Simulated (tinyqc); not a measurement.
Changing the temperature T: strain, valley repopulation and piezoresistance in a many-valley conduction band. Computed by tinyqc, a small Python program. Command: `OMP_NUM_THREADS=1 python tinyqc.py 3022896 3022897 out.jsonl valleys sweep`. One thread of a shared host (Intel(R) Xeon(R) Processor @ 2.30GHz), about 0.05 s of CPU time with the checks.

Valleys are ellipsoids with mass m_l along the axis a and m_t across it, parabolic, with one constant relaxation time; strain shifts the valleys and leaves the masses alone. Currents are taken along [100], along the load, and along [010], across the load.

Inputs (values chosen for the exercise, for a model crystal): longitudinal mass m_l = 1.12 m_0; transverse mass m_t = 0.198 m_0; shear deformation potential Xi_u = 11 eV; dilation deformation potential Xi_d = 1.1 eV; C11 = 152 GPa; C12 = 64.1 GPa; C44 = 80.7 GPa; stress X (tension positive) = -46 MPa; electron density n = 9e+17 1/cm^3; relaxation time tau = 120 fs.

Valley axes: <100> (6 valleys in 3 pairs). Load: uniaxial [100].

Constants: k_B = 8.617333262e-05 eV/K; m_0 = 9.1093837015e-31 kg; k_B = 1.380649e-23 J/K; hbar = 1.054571817e-34 J s; e = 1.602176634e-19 C.

Method:
- Compliances S11 = (C11 + C12)/((C11 - C12)(C11 + 2 C12)), S12 = -C12/((C11 - C12)(C11 + 2 C12)), S44 = 1/C44; stress sigma_ij = X n_i n_j for the unit vector n of the load; e_xx = S11 sigma_xx + S12 (sigma_yy + sigma_zz), e_xy = S44 sigma_xy/2 (tensor strain).
- Herring-Vogt shift of a valley with unit axis a: dE = Xi_d tr(e) + Xi_u a.e.a.
- Each of the 6 valleys holds n_v = N_v (2/sqrt(pi)) F_1/2((E_F - dE_v)/(k_B T)), N_v = 2 (m_d k_B T/(2 pi hbar^2))^(3/2), m_d = (m_l m_t^2)^(1/3); E_F solves sum n_v = n and is counted from the unstrained edge.
- F_j(eta) = int_0^infinity x^j/(1 + exp(x - eta)) dx, without a gamma-function factor. It is evaluated after integrating by parts.
- Integrals over x = E/(k_B T) use 160 Gauss-Legendre points in u = sqrt(x) from 0 to sqrt(max(eta, 0) + 32).
- Mobility tensor mu = e tau sum_v (n_v/n) [1/m_t + (1/m_l - 1/m_t) a a^T]; unstrained mu_0 = e tau (1/m_l + 2/m_t)/3; resistivity along d from the inverse tensor, rho_d = d.mu^-1.d/(n e), mobility along d = 1/(d.mu^-1.d); gauge pi_d = (rho_d/rho_0 - 1)/X.
- With eta_0 the reduced Fermi level without strain, r = F_-1/2(eta_0)/(2 F_1/2(eta_0)) (1 for a classical gas) and c = r (Xi_u/k_B T) (m_l - m_t)/(2 m_l + m_t): pi11 = -(2/3) c (S11 - S12), pi12 = -pi11/2, pi44 = 0, with S11 - S12 = 1/(C11 - C12).

One run for each value; columns: (1) temperature T (K); (2) pi11 (1e-11/Pa); (3) degeneracy factor r; (4) resistance change along the first direction (%); (5) resistance change along the second direction (%):
```
(1)     (2)     (3)    (4)     (5)
50   -638.7  0.8722  46.43  -13.68
71   -474.4  0.9200  30.92  -10.56
100  -348.0  0.9504  20.76   -7.91
150  -237.3  0.9723  13.06   -5.46
210  -171.4  0.9831   8.98   -3.96
290  -124.9  0.9895   6.32   -2.89
420   -86.6  0.9940   4.26   -2.00
600   -60.8  0.9964   2.93   -1.40
```

Describe and explain the trends.

Over the rows, pi11 (1e-11/Pa) rises from -639 to -60.8 (exponent d ln y / d ln x -0.85 between the first rows and -0.99 between the last); degeneracy factor r rises from 0.872 to 0.996 (exponent d ln y / d ln x 0.15 between the first rows and 0.0070 between the last); resistance change along the first direction (%) falls from 46.4 to 2.93 (exponent d ln y / d ln x -1.2 between the first rows and -1.0 between the last). At the high end the exponent of pi11 is -0.99, close to -1: the 1/T law of a classical gas. Repopulation depends on the splitting over k_B T (over E_F when r is small).
